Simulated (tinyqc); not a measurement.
# Capacitances against the relative permittivity between the lines

Endless row of lines of width wl, height tl and space sl between grounded planes at distance hd; e2 fills the gaps beside the lines, e1 the rest. Laplace's equation is solved on meshes of 3, 6 and 12 steps per unit u and extrapolated (Aitken), which is good to about 0.2 %. C_even (all lines at 1 V) is the capacitance Cg to the planes; C_odd (neighbours in antiphase) = Cg + 4 Cc if only nearest neighbours couple, which defines Cc; total with quiet neighbours Cg + 2 Cc. Plate values 2 eps0 e1 wl/hd and eps0 e2 tl/sl.

Inputs (values chosen for the exercise):
```
symbol,value,unit,meaning
e1,4.2,,relative permittivity above and below the lines
wl,4,u,"line width, in units u"
tl,12,u,line height
sl,4,u,space between lines
hd,8,u,distance to each plane
```

Constants: eps0 = 8.8541878128e-12 F/m. Results are converted to the units shown.

The same in every row: plate Cg (aF/um) = 37.2.

Result of one run:

| Cg (aF/um) | Cc (aF/um) | Cg + 2 Cc (aF/um) | C_odd (aF/um) | plate Cc (aF/um) | share of coupling, 2 Cc/(Cg + 2 Cc) (%) |
|---|---|---|---|---|---|
| 71.7 | 154 | 380 | 688 | 133 | 81.1 |

Which relative permittivity between the lines e2 gave this result: 1, 1.5, 5 or 7?

e2 = 5.

The whole series:

| e2 | Cg (aF/um) | Cc (aF/um) | Cg + 2 Cc (aF/um) | C_odd (aF/um) | plate Cc (aF/um) | share of coupling, 2 Cc/(Cg + 2 Cc) (%) |
|---|---|---|---|---|---|---|
| 1 | 68.9 | 47.4 | 164 | 259 | 26.6 | 57.9 |
| 1.5 | 69.6 | 60.8 | 191 | 313 | 39.8 | 63.6 |
| 2 | 70.1 | 74.2 | 218 | 367 | 53.1 | 67.9 |
| 2.5 | 70.5 | 87.5 | 246 | 421 | 66.4 | 71.3 |
| 3 | 70.8 | 101 | 273 | 474 | 79.7 | 74.0 |
| 3.9 | 71.3 | 125 | 321 | 571 | 104 | 77.8 |
| 5 | 71.7 | 154 | 380 | 688 | 133 | 81.1 |
| 7 | 72.2 | 207 | 487 | 902 | 186 | 85.2 |

As e2 goes from 1 to 7, Cg rises from 68.9 to 72.2 aF/um, Cc rises from 47.4 to 207 aF/um and the share of coupling rises from 57.9 to 85.2 %. Cg is 1.85 times its plate value in the first row and 1.94 times in the last; for Cc the ratios are 1.79 and 1.12. Neighbours in antiphase raise the load by a factor of 1.58 and 1.85 over quiet ones. In every row the planes are farther than 0.8 of the pitch, so second neighbours couple too and Cg + 2 Cc understates the quiet load by a per cent or more.

Numbers from tinyqc (`OMP_NUM_THREADS=1 python tinyqc.py 2790173 2790174 out.jsonl`; about 0.7 s on one thread of a shared Intel Xeon 2.30GHz).
